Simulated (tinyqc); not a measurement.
Programming of a floating-gate cell by Fowler-Nordheim tunnelling: one step of the calculation.

Per tunnel area the floating gate has Ctun = 3.9 eps0/tox to the channel (0 V) and Ccg to the control gate, Ct = Ctun/(1 - ag), no other coupling. With the threshold shift U = -Q/Ccg the field is F = ag (Vg - U)/tox, and dU/dt = J/Ccg. Fowler-Nordheim: J = A F^2 exp(-B/F), A = q^2/(16 pi^2 hbar mo phi) (times 1e14 for A/cm^2 with F in V/nm, emitter mass m0), B = (4/3) sqrt(mo/C) phi^1.5, C = hbar^2/(2 m0).

Task. Explicit time steps against the exact solution. U(new) = U + dt J(F(U))/Ccg. Exact: exp(B/F(t)) = exp(B/F(0)) + K t, K = A B ag/(Ccg tox), and U = Vg - tox F/ag.

Inputs (values chosen for the exercise); oxide values close to those of silicon dioxide:
- phi = 3.18 eV (tunnel barrier)
- mo = 0.48 m0 (tunnelling mass)
- tox = 7.3 nm (tunnel oxide thickness)
- ag = 0.72 (coupling ratio Ccg/Ct)
- Vt0 = -0.8 V (threshold shift at the start)
- Vg = 12.7 V (control-gate voltage)
- dt = 1.3 us (time step)
- n = 12 (steps)

Constants: q = 1.602176634e-19 C, hbar = 1.054571817e-34 J s, m0 = 9.1093837015e-31 kg, eps0 = 8.8541878128e-14 F/cm where lengths are in cm, hbar^2/(2 m0) = 0.0380998212 eV nm^2. Results are converted to the units shown.

Find: t; F; J; U by steps; U exact.

Result.

```
step  t (us)  F (V/nm)  J (A/cm^2)  U by steps (V)  U exact (V)
0          0     1.332      0.3159         -0.8000      -0.8000
1      1.300     1.298      0.1791         -0.4624      -0.5321
2      2.600     1.279      0.1282         -0.2711      -0.3487
3      3.900     1.266      0.1003         -0.1341      -0.2100
4      5.200     1.255     0.08251         -0.0269      -0.0990
5      6.500     1.247     0.07009          0.0613      -0.0066
6      7.800     1.239     0.06092          0.1362       0.0723
7      9.100     1.233     0.05386          0.2013       0.1411
8      10.40     1.227     0.04825          0.2589       0.2019
9      11.70     1.222     0.04369          0.3105       0.2565
10     13.00     1.217     0.03990          0.3572       0.3059
11     14.30     1.213     0.03671          0.3998       0.3510
12     15.60     1.209     0.03398          0.4390       0.3924
```

Range of the model: Programming fields of 10 MV/cm and more wear the oxide; trapping and the channel potential are ignored.

Numbers from tinyqc (`OMP_NUM_THREADS=1 python tinyqc.py 2130054 2130055 out.jsonl`; about 0.01 s on one thread of a shared Intel Xeon 2.30GHz).
